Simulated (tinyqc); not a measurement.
# Undoped symmetric double-gate MOSFET, analytic potential model: transfer curve and volume inversion

An undoped body of thickness ts between two equal insulators and tied gates; long channel, electrons only, n = ni exp((psi - V)/Vt) with V the quasi-Fermi potential (0 at the source, Vd at the drain), constant mobility, no quantisation. Across the body psi(x) = V - 2 Vt ln[(ts/(2 beta)) sqrt(q ni/(2 eps0 eps_r Vt)) cos(2 beta x/ts)], x from the centre. Q is the electron charge per area of the whole body.

ni = sqrt(Nc Nv) exp(-Eg/(2 Vt)), Eg in volts; r = eps_r tox/(eox ts); V0 = dphi + 2 Vt ln[(2/ts) sqrt(2 eps0 eps_r Vt/(q ni))]. beta (between 0 and pi/2) solves (Vg - V0 - V)/(2 Vt) = ln(beta) - ln(cos beta) + 2 r beta tan(beta). Q = 8 eps0 eps_r Vt beta tan(beta)/ts; I = mu (1/L)(4 eps0 eps_r/ts)(2 Vt)^2 [g(beta_s) - g(beta_d)] per width, g = beta tan(beta) - beta^2/2 + r beta^2 tan^2(beta), with beta_s at V = 0 and beta_d at V = Vd. The drop is psi(surface) - psi(centre) at the source end; C = dQs/dVg, Cg = 2 eps0 eox/tox; gm = dI/dVg.

Inputs (values chosen for the exercise); material values close to those of silicon: temperature T = 325 K; band gap Eg = 1.12 eV; relative permittivity of the semiconductor eps_r = 11.6; conduction-band density of states at T Nc = 3.11e19 cm^-3; valence-band density of states at T Nv = 2.98e19 cm^-3; relative permittivity of the gate insulator eox = 3.91; insulator thickness tox = 3.8 nm; body thickness ts = 5 nm; gate work function less that of the intrinsic body dphi = 0.12 V; channel mobility mu = 270 cm^2/(V s); gate length L = 0.2 um; drain voltage Vd = 0.5 V.

Constants: q = 1.602176634e-19 C, kB = 1.380649e-23 J/K, Vt = kB T/q, eps0 = 8.8541878128e-14 F/cm where lengths are in cm. Results are converted to the units shown.

Result of one run:

| Qs (nC/cm^2) | drop (mV) | C/Cg | I (uA/um) | gm/I (1/V) |
|---|---|---|---|---|
| 1506 | 59.11 | 0.9423 | 730.7 | 1.553 |

Which gate voltage Vg gave this result: 0.78, 1.08, 1.23 or 1.53 V?

Vg = 1.53 V.

The whole series:

| Vg (V) | Qs (nC/cm^2) | drop (mV) | C/Cg | I (uA/um) | gm/I (1/V) |
|---|---|---|---|---|---|
| 0.33 | 0.009112 | 5.545e-4 | 1.785e-4 | 3.446e-4 | 35.70 |
| 0.48 | 1.857 | 0.1129 | 0.03502 | 0.07158 | 35.02 |
| 0.63 | 78.58 | 4.649 | 0.5819 | 5.420 | 19.57 |
| 0.78 | 275.4 | 15.22 | 0.8038 | 40.28 | 9.229 |
| 0.93 | 505.3 | 25.92 | 0.8693 | 119.0 | 5.728 |
| 1.08 | 747.6 | 35.65 | 0.9009 | 244.0 | 3.950 |
| 1.23 | 996.7 | 44.35 | 0.9199 | 398.1 | 2.688 |
| 1.38 | 1250 | 52.12 | 0.9329 | 562.1 | 1.977 |
| 1.53 | 1506 | 59.11 | 0.9423 | 730.7 | 1.553 |

The current rises from 3.45e-4 to 731 uA/um. In the first row gm/I is 35.7 1/V, within 0.01 % of 1/Vt: with no depletion charge the whole body follows the gate, and the swing is ideal. The drop between surface and centre goes from 5.5e-4 to 59.1 mV and passes Vt at Vg = 1.08 V among the rows; below that the density varies across the body by less than a factor of e (volume inversion). C reaches 0.94 of Cg in the last row. For Vg = 0.93 to 1.53 V the surface density at the source passes 0.3 Nc, where Boltzmann statistics fail. For Vg = 0.93 to 1.53 V mu V/L, with V the smaller of Vd and Vg - V0, passes 3e6 cm/s, so velocity saturation would lower the current. In every row the body is thin enough for quantum confinement, left out here, to raise the threshold.

Computed by the program tinyqc: `OMP_NUM_THREADS=1 python tinyqc.py 2440057 2440058 out.jsonl`, one thread of a shared Intel Xeon 2.30GHz, about 0.02 s for the whole run.
